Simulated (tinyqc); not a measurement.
Film and buried-oxide thickness from two coupling ratios.

Problem. In a depleted film -dVT/dVb is k1 = Cs Cbox/(Cox (Cs + Cbox)) for a front channel and k2 = Cbox (Cox + Cs)/(Cox Cs) for a back channel, with Cox = eps0 eox/tox, Cs = eps0 eps_r/ts, Cbox = 3.9 eps0/tb. Find ts and tb.

Values chosen for this exercise; band and dielectric values close to those of silicon: relative permittivity eps_r = 11.8; relative permittivity of the gate insulator (close to silicon nitride) eox = 7.52; insulator thickness tox = 4 nm.

coupling ratios for a front and a back channel: 0.15620397  0.39590696

Answer. With y = Cox/Cs and z = Cox/Cbox, 1/k1 = y + z and k2 = (1 + y)/z, so y = (k2/k1 - 1)/(1 + k2); the thicknesses follow from y and z.

ts = 6.900 nm
tb = 11.00 nm

Program tinyqc, `OMP_NUM_THREADS=1 python tinyqc.py 2190032 2190033 out.jsonl`; Intel Xeon 2.30GHz, shared host, one thread, about 0.4 s.
